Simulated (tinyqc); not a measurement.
Surface segregation during layer-by-layer epitaxy: two-layer exchange kinetics and the shape of quantum wells and delta layers: one step, computed by the program tinyqc. Command: `OMP_NUM_THREADS=1 python tinyqc.py 3015381 3015382 out.jsonl mbeseg walk`. One thread of a shared host (Intel(R) Xeon(R) Processor @ 2.30GHz), about 0.01 s of CPU time with the checks.

Atoms A and B exchange only between the growing layer and the one below it. B is supplied for N layers, then pure A follows.

Task: Exchange rates. p1 = nu exp(-E1/(k_B T)) (B up, A down), p2 = nu exp(-(E1 + E_s)/(k_B T)) (B down); time per layer tau = 1/G; K = p1/p2. Temperatures in kelvin are T(C) + 273.15. Dilute equilibrium share passed up per layer R_eq = K/(1 + K).

Inputs (values chosen for the exercise, close to those used for germanium in silicon):

| quantity | value | unit |
|---|---|---|
| barrier E1 for B to move up | 1.61 | eV |
| segregation energy E_s | 0.27 | eV |
| attempt frequency nu | 1 | THz |
| growth rate G | 0.53 | layers/s |
| temperature T | 390 | C |

Constants: k_B = 8.617333262e-05 eV/K.

Give: p1; p2; p1 tau; K; R_eq.

Result:

p1 = 0.58129 1/s

p2 = 0.0051577 1/s

p1 tau = 1.0968

K = 112.70

R_eq = 0.99121

Exchange and growth compete.
